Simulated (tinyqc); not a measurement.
# Worked calculation: MOS structure on a p-type body with a surface-enhanced doping, non-linear Poisson equation by Newton steps

tinyqc, about 0.5 s, one thread, Intel Xeon 2.30GHz (shared host): `OMP_NUM_THREADS=1 python tinyqc.py 2080079 2080080 out.jsonl` Printed values are rounded.

One dimension, insulator interface at x = 0, acceptor density Na + N0 exp(-x/Ls), net doping C = -(acceptor density). psi is counted from the intrinsic level: n = ni exp((psi - Vb)/Vt), p = ni exp(-psi/Vt); deep in the body psi_b = -Vt ln(Na/ni). The gate acts through Cox = eps0 eox/tox and has the potential psi_G = Vg - (phiM - chi - Vt ln(Nc/ni)). Boltzmann statistics, full ionisation, classical densities, no oxide or interface charge. Acceptors in real wide-gap material are deep and only partly ionised in the neutral body.

Values chosen for this exercise; band and dielectric values close to those of 4H silicon carbide:
- T = 350 K (temperature)
- Eg = 3.29 eV (band gap)
- eps_r = 9.59 (relative permittivity)
- Nc = 2.14e19 cm^-3 (conduction-band density of states at T)
- Nv = 3.14e19 cm^-3 (valence-band density of states at T)
- chi = 3.61 eV (electron affinity)
- Na = 7.7e15 cm^-3 (acceptor density deep in the body)
- eox = 21.4 (relative permittivity of the gate insulator (close to hafnium oxide))
- tox = 22 nm (insulator thickness)
- phiM = 4.3 eV (gate work function)
- Vb = 0 V (electron quasi-Fermi potential against the body)
- N0 = 2.3e16 cm^-3 (extra acceptor density at the surface)
- Ls = 99 nm (decay length)
- Vg = 1.06 V (gate voltage against the body)

Constants: q = 1.602176634e-19 C, kB = 1.380649e-23 J/K, Vt = kB T/q, eps0 = 8.8541878128e-14 F/cm where lengths are in cm. Results are converted to the units shown.

Range of the model: On a fine mesh the surface electron density exceeds 0.3 Nc, so degeneracy and confinement would lower the charge and push it away from the interface.

## Scales and end potentials

ni = sqrt(Nc Nv) exp(-Eg/(2 Vt)), Eg in volts; Cox, psi_G and psi_b as defined.

ni = 5.329841e-5 cm^-3
Cox = 0.8612710 uF/cm^2
psi_G = 2.009218 V
psi_b = -1.400046 V

## Net doping on the mesh

| node | x (nm) |
|---|---|
| 0 | 0 |
| 1 | 0.4 |
| 2 | 1.11 |
| 3 | 2.39 |
| 4 | 4.67 |
| 5 | 8.73 |
| 6 | 16 |
| 7 | 29 |
| 8 | 52.1 |
| 9 | 93.4 |
| 10 | 167 |
| 11 | 299 |
| 12 | 534 |
| 13 | 955 |
| 14 | 1700 |

C = -(Na + N0 exp(-x/Ls)), taken at the nodes.

| node | net doping C (cm^-3) |
|---|---|
| 0 | -3.07e16 |
| 1 | -3.060726e16 |
| 2 | -3.044356e16 |
| 3 | -3.015140e16 |
| 4 | -2.964024e16 |
| 5 | -2.875867e16 |
| 6 | -2.726766e16 |
| 7 | -2.485972e16 |
| 8 | -2.128861e16 |
| 9 | -1.665364e16 |
| 10 | -1.195726e16 |
| 11 | -8.822201e15 |
| 12 | -7.804513e15 |
| 13 | -7.701487e15 |
| 14 | -7.700001e15 |

## Couplings between neighbouring nodes

a_i = eps0 eps_r/h_i for the interval from node i to i + 1, with h_i = x_(i+1) - x_i in cm.

| interval | coupling a_i (F/cm^2) |
|---|---|
| 0 | 2.122792e-5 |
| 1 | 1.195939e-5 |
| 2 | 6.633724e-6 |
| 3 | 3.724196e-6 |
| 4 | 2.091420e-6 |
| 5 | 1.167973e-6 |
| 6 | 6.531666e-7 |
| 7 | 3.675829e-7 |
| 8 | 2.055972e-7 |
| 9 | 1.153691e-7 |
| 10 | 6.432702e-8 |
| 11 | 3.613262e-8 |
| 12 | 2.016904e-8 |
| 13 | 1.139754e-8 |

## Starting potential

A straight line in x from psi_G at node 0 to psi_b at the last node.

| node | psi at the start (V) |
|---|---|
| 0 | 2.009218 |
| 1 | 2.008416 |
| 2 | 2.006992 |
| 3 | 2.004425 |
| 4 | 1.999852 |
| 5 | 1.991710 |
| 6 | 1.977131 |
| 7 | 1.951060 |
| 8 | 1.904734 |
| 9 | 1.821909 |
| 10 | 1.674308 |
| 11 | 1.409589 |
| 12 | 0.938308 |
| 13 | 0.094014 |
| 14 | -1.400046 |

## Iteration 1: densities, residual and Jacobian diagonal

n_i = ni exp((psi_i - Vb)/Vt), p_i = ni exp(-psi_i/Vt), rho_i = p_i - n_i + C_i, g_i = (n_i + p_i)/Vt. Box widths w_i = (h_(i-1) + h_i)/2 in cm. Residual F_i = a_i (psi_(i+1) - psi_i) - a_(i-1) (psi_i - psi_(i-1)) + q rho_i w_i; Jacobian: a_(i-1) and a_i beside the diagonal, b_i = -a_(i-1) - a_i - q g_i w_i on it. Node 0 is free: w_0 = h_0/2, F_0 = a_0 (psi_1 - psi_0) + Cox (psi_G - psi_0) + q rho_0 w_0, b_0 = -a_0 - Cox - q g_0 w_0, with Cox = eps0 eox/tox, psi_G = Vg - (phiM - chi - Vt ln(Nc/ni)). The last node is fixed.

| node | n (cm^-3) | p (cm^-3) |
|---|---|---|
| 0 | 4.551759e24 | 6.240928e-34 |
| 1 | 4.432292e24 | 6.409145e-34 |
| 2 | 4.227909e24 | 6.718973e-34 |
| 3 | 3.882959e24 | 7.315865e-34 |
| 4 | 3.336743e24 | 8.513453e-34 |
| 5 | 2.547307e24 | 1.115186e-33 |
| 6 | 1.570884e24 | 1.808358e-33 |
| 7 | 6.618209e23 | 4.292280e-33 |
| 8 | 1.424548e23 | 1.994120e-32 |
| 9 | 9.142158e21 | 3.107275e-31 |
| 10 | 6.849939e19 | 4.147074e-29 |
| 11 | 1.056565e16 | 2.688638e-25 |
| 12 | 1.728837e9 | 1.643140e-18 |
| 13 | 0.001203518 | 2.360348e-6 |
| 14 | 3.689247e-25 | 7.7e15 |

| node | residual F (C/cm^2) | diagonal b (F/cm^2) |
|---|---|---|
| 0 | -0.01458546 | -0.4836137 |
| 1 | -0.03941230 | -1.306778 |
| 2 | -0.06739987 | -2.234713 |
| 3 | -0.1107371 | -3.671584 |
| 4 | -0.1694698 | -5.618908 |
| 5 | -0.2312020 | -7.665683 |
| 6 | -0.2550811 | -8.457410 |
| 7 | -0.1913939 | -6.345812 |
| 8 | -0.07349257 | -2.436703 |
| 9 | -0.008414919 | -0.2790029 |
| 10 | -1.128408e-4 | -0.003740849 |
| 11 | -5.700017e-8 | -1.130375e-6 |
| 12 | -4.101381e-8 | -5.630196e-8 |
| 13 | -7.193720e-8 | -3.156658e-8 |

## Iteration 1: Newton step

Solve the tridiagonal system a_(i-1) d_(i-1) + b_i d_i + a_i d_(i+1) = -F_i for nodes 0 to 13, with d = 0 on fixed nodes. Each component d is damped to sign(d) Vt ln(1 + |d|/Vt) before it is added.

| node | Newton step d, before damping (V) |
|---|---|
| 0 | -0.030161 |
| 1 | -0.030161 |
| 2 | -0.030161 |
| 3 | -0.030161 |
| 4 | -0.030161 |
| 5 | -0.030161 |
| 6 | -0.030161 |
| 7 | -0.030161 |
| 8 | -0.030161 |
| 9 | -0.030161 |
| 10 | -0.030167 |
| 11 | -0.119356 |
| 12 | -2.102713 |
| 13 | -3.622404 |

| node | psi after iteration 1 (V) |
|---|---|
| 0 | 1.988312 |
| 1 | 1.987510 |
| 2 | 1.986086 |
| 3 | 1.983519 |
| 4 | 1.978947 |
| 5 | 1.970805 |
| 6 | 1.956225 |
| 7 | 1.930154 |
| 8 | 1.883828 |
| 9 | 1.801003 |
| 10 | 1.653399 |
| 11 | 1.361305 |
| 12 | 0.809863 |
| 13 | -0.050656 |
| 14 | -1.400046 |

## Iteration 2: densities, residual and Jacobian diagonal

As before.

| node | n (cm^-3) | p (cm^-3) |
|---|---|---|
| 0 | 2.275880e24 | 1.248185e-33 |
| 1 | 2.216146e24 | 1.281829e-33 |
| 2 | 2.113954e24 | 1.343795e-33 |
| 3 | 1.941479e24 | 1.463173e-33 |
| 4 | 1.668371e24 | 1.702691e-33 |
| 5 | 1.273654e24 | 2.230371e-33 |
| 6 | 7.854419e23 | 3.616716e-33 |
| 7 | 3.309104e23 | 8.584560e-33 |
| 8 | 7.122740e22 | 3.988241e-32 |
| 9 | 4.571075e21 | 6.214557e-31 |
| 10 | 3.424584e19 | 8.295082e-29 |
| 11 | 2.131312e15 | 1.332850e-24 |
| 12 | 2.444724e7 | 1.161980e-16 |
| 13 | 9.937918e-6 | 2.858466e-4 |
| 14 | 3.689247e-25 | 7.7e15 |

| node | residual F (C/cm^2) | diagonal b (F/cm^2) |
|---|---|---|
| 0 | -0.007292724 | -0.2418180 |
| 1 | -0.01970615 | -0.6534057 |
| 2 | -0.03369994 | -1.117366 |
| 3 | -0.05536855 | -1.835797 |
| 4 | -0.08473492 | -2.809457 |
| 5 | -0.1156010 | -3.832843 |
| 6 | -0.1275405 | -4.228706 |
| 7 | -0.09569695 | -3.172906 |
| 8 | -0.03674629 | -1.218352 |
| 9 | -0.004207463 | -0.1395015 |
| 10 | -5.642564e-5 | -0.001870304 |
| 11 | -3.333881e-8 | -3.082152e-7 |
| 12 | -3.844460e-8 | -5.630167e-8 |
| 13 | -6.996107e-8 | -3.156658e-8 |

## Iteration 2: Newton step

As before.

| node | Newton step d, before damping (V) |
|---|---|
| 0 | -0.030161 |
| 1 | -0.030161 |
| 2 | -0.030161 |
| 3 | -0.030161 |
| 4 | -0.030161 |
| 5 | -0.030161 |
| 6 | -0.030161 |
| 7 | -0.030161 |
| 8 | -0.030161 |
| 9 | -0.030161 |
| 10 | -0.030184 |
| 11 | -0.375631 |
| 12 | -2.227755 |
| 13 | -3.639696 |

| node | psi after iteration 2 (V) |
|---|---|
| 0 | 1.967406 |
| 1 | 1.966604 |
| 2 | 1.965180 |
| 3 | 1.962613 |
| 4 | 1.958041 |
| 5 | 1.949899 |
| 6 | 1.935319 |
| 7 | 1.909248 |
| 8 | 1.862922 |
| 9 | 1.780097 |
| 10 | 1.632481 |
| 11 | 1.282909 |
| 12 | 0.679700 |
| 13 | -0.195469 |
| 14 | -1.400046 |

## Course of the Newton iteration

Stop when the largest undamped |d| is below 1e-9 V, or after 80 iterations.

Course of the iteration:

| iteration | largest \|F\| (C/cm^2) | largest \|d\| (V) | at node |
|---|---|---|---|
| 1 | 0.255 | 3.62 | 13 |
| 2 | 0.128 | 3.64 | 13 |
| 3 | 0.0638 | 3.92 | 13 |
| 4 | 0.0319 | 3.91 | 13 |
| 5 | 0.0159 | 3.77 | 13 |
| 6 | 7.97e-3 | 3.64 | 13 |
| 7 | 3.99e-3 | 3.50 | 13 |
| 8 | 1.99e-3 | 3.37 | 13 |
| 9 | 9.96e-4 | 3.24 | 13 |
| ... | ... | ... | ... |
| 28 | 1.49e-8 | 0.201 | 10 |
| 29 | 1.23e-8 | 0.140 | 10 |
| 30 | 9.20e-9 | 0.0877 | 10 |
| 31 | 5.66e-9 | 0.0466 | 10 |
| 32 | 2.39e-9 | 0.0184 | 10 |
| 33 | 5.32e-10 | 4.04e-3 | 10 |
| 34 | 3.21e-11 | 2.48e-4 | 10 |
| 35 | 1.60e-13 | 1.02e-6 | 10 |
| 36 | < 1e-13 | 1.72e-11 | 10 |

Converged in 36 iterations. Once the step is below 0.1 Vt, 2 more iteration(s) reach the threshold: near the solution the error is roughly squared each time.

## Converged densities and sheet charges

| node | converged psi (V) |
|---|---|
| 0 | 1.619395 |
| 1 | 1.605257 |
| 2 | 1.585347 |
| 3 | 1.558145 |
| 4 | 1.521068 |
| 5 | 1.466102 |
| 6 | 1.375262 |
| 7 | 1.220444 |
| 8 | 0.964918 |
| 9 | 0.561487 |
| 10 | -0.024592 |
| 11 | -0.769556 |
| 12 | -1.377984 |
| 13 | -1.399867 |
| 14 | -1.400046 |

n and p as above; box widths w_i (half boxes at both ends); band bending psi_0 - psi_b; N_inv = sum w n; N_dep = -sum w (p + C); centroid sum w n x/N_inv; gate charge Cox (psi_G - psi_0)/q.

| node | n (cm^-3) | p (cm^-3) |
|---|---|---|
| 0 | 1.109101e19 | 2.561281e-28 |
| 1 | 6.940695e18 | 4.092847e-28 |
| 2 | 3.586789e18 | 7.919954e-28 |
| 3 | 1.455500e18 | 1.951715e-27 |
| 4 | 4.257204e17 | 6.672737e-27 |
| 5 | 6.881143e16 | 4.128268e-26 |
| 6 | 3.385415e15 | 8.391054e-25 |
| 7 | 1.996772e13 | 1.422656e-22 |
| 8 | 4.177484e9 | 6.800074e-19 |
| 9 | 6482.909 | 4.381860e-13 |
| 10 | 2.358353e-5 | 1.204536e-4 |
| 11 | 4.421795e-16 | 6.424360e6 |
| 12 | 7.666952e-25 | 3.705150e15 |
| 13 | 3.711200e-25 | 7.654453e15 |
| 14 | 3.689247e-25 | 7.7e15 |

band bending = 3.019441 V
N_inv = 1.400395e12 cm^-2
N_dep = 6.951378e11 cm^-2
centroid of the electrons = 1.568065 nm
gate charge over q = 2.095546e12 cm^-2

N_inv + N_dep is within 0.01 % of the gate charge. A mesh of about 600 nodes or more gives a band bending of 3.022 V and N_inv = 1.400e12 cm^-2; this mesh is within 0.01 % of the latter.
